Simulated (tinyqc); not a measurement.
Mobility of a non-polar semiconductor in the relaxation-time approximation: one step, computed by the program tinyqc.

Each valley is treated as a sphere of mass m_d for states and rates, with one isotropic relaxation time; the conductivity mass m_c sets the current.

Problem. Rates at a few energies. Parabolic band: E = hbar^2 k^2/(2 m), speed v = hbar k/m, states per spin, volume and energy g(E) = m k/(2 pi^2 hbar^2). Here m = m_d. Masses are multiplied by m_0 and all formulas are in SI units. Phonon occupation N_q = 1/(exp(hbar w/(k_B T)) - 1). Acoustic deformation potential (elastic, equipartition, absorption and emission together): 1/tau = 2 pi k_B T D_A^2 g(E)/(hbar rho v_l^2). Optical or intervalley deformation potential: 1/tau = (pi Z_f D_o^2/(rho w)) [N_q g(E + hbar w) + (N_q + 1) g(E - hbar w)], with g = 0 below the band edge. Each optical term is multiplied by (1 - f(E'))/(1 - f(E)), E' the final energy, for Pauli blocking. Singly charged impurities, momentum relaxation: 1/tau = N_I e^4 m (1 + 2 alpha E) Phi/(8 pi (eps_s eps_0)^2 hbar^3 k^3), with alpha = 0 for a parabolic band. Brooks-Herring: Phi = ln(1 + b) - b/(1 + b), b = 4 k^2 L_s^2.

Inputs (values chosen for the exercise, modelled on holes in germanium):
```
quantity                                          value       unit
static permittivity eps_s                            16          -
density rho                                        5323     kg/m^3
sound velocity v_l                                 5160        m/s
acoustic deformation potential D_A                  4.7         eV
phonon energy hbar w                               37.3        meV
optical or intervalley deformation potential D_o    8.7  1e8 eV/cm
final valleys Z_f                                     1          -
temperature T                                       350          K
```

Band: parabolic. Impurity formula: Brooks-Herring. Further scattering: none.

reduced Fermi level eta = -9.269457

density-of-states mass m_d = 0.296 m_0

ionised impurity density N_I = 4.80e+14 1/cm^3

screening length L_s = 235.7145 nm

Constants: k_B = 8.617333262e-05 eV/K; k_B = 1.380649e-23 J/K; e = 1.602176634e-19 C; hbar = 1.054571817e-34 J s; m_0 = 9.1093837015e-31 kg; hbar = 6.582119569e-16 eV s; eps_0 = 8.8541878128e-12 F/m.

Give: Rates (1e12/s) at E = (max(eta, 0) + 0.5, 1, 2, 4) k_B T.

Solution.

Rates (1e12/s) at E = (max(eta, 0) + 0.5, 1, 2, 4) k_B T:
```
E (meV)  acoustic  optical  ionised impurity
15.1        0.484    0.649           0.03296
30.2        0.685    0.736           0.01253
60.3        0.969    2.367           0.00474
120.6       1.370    3.945           0.00179
```
